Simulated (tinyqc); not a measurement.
What moves the order: mean-field antiferromagnet of the Hubbard model on the square lattice.

e(k) = -2 t (cx + cy) - 4 t2 cx cy, ci = cos ki; one electron a site; Q = (pi, pi). <n_up - n_dn> = m cos(Q.R) gives Delta = U m/2 and bands E = e+ -/+ sqrt(e-^2 + Delta^2), e+- = (e(k) +- e(k + Q))/2 (the constant U/2 is dropped). Means run over the mesh k_i = 2 pi (j + 1/2)/N of the whole zone: mu from mean(f(E-) + f(E+)) = 1; m(out) = mean of Delta (f(E-) - f(E+))/sqrt(e-^2 + Delta^2); free energy per site F = -kT mean[ln(1 + exp(-(E- - mu)/kT)) + ln(1 + exp(-(E+ - mu)/kT))] + mu + U m^2/4. Order at T > 0 in two dimensions is an artefact of mean field.

Constants: kB = 8.617333262e-05 eV/K.

Parameters, chosen for this exercise:
- t = 0.62 eV (nearest hopping)
- t2 = 0 eV (second hopping)
- U = 3.61 eV (on-site repulsion)
- T = 600 K

Mesh N = 48, start m = 0.9; the gap (negative: overlap) is read for that Delta on the unshifted mesh N = 64.

One parameter was then changed.

Results before and after:
```
case,m,Delta (eV),gap (eV)
base,0.8191,1.4785,2.9569
changed,0.7908,1.4273,2.8547
```

Which of these changes was made? (a) T = 1200 K; (b) U = 3.971 eV; (c) t2 = -0.031 eV; (d) t = 0.682 eV.
Answer: (d) t = 0.682 eV. Of the candidates, run in turn, only this one gives the changed row.

All candidates:
```
case,m,Delta (eV),gap (eV)
base,0.8191,1.4785,2.9569
U = 3.971 eV,0.8445,1.6767,3.3534
t = 0.682 eV,0.7908,1.4273,2.8547
t2 = -0.031 eV,0.8191,1.4785,2.8329
T = 1200 K,0.8191,1.4785,2.9569
```

Program tinyqc; command `OMP_NUM_THREADS=1 python tinyqc.py 1682482 1682483 out.jsonl`; about 0.2 s on one thread of a shared Intel(R) Xeon(R) Processor @ 2.30GHz.
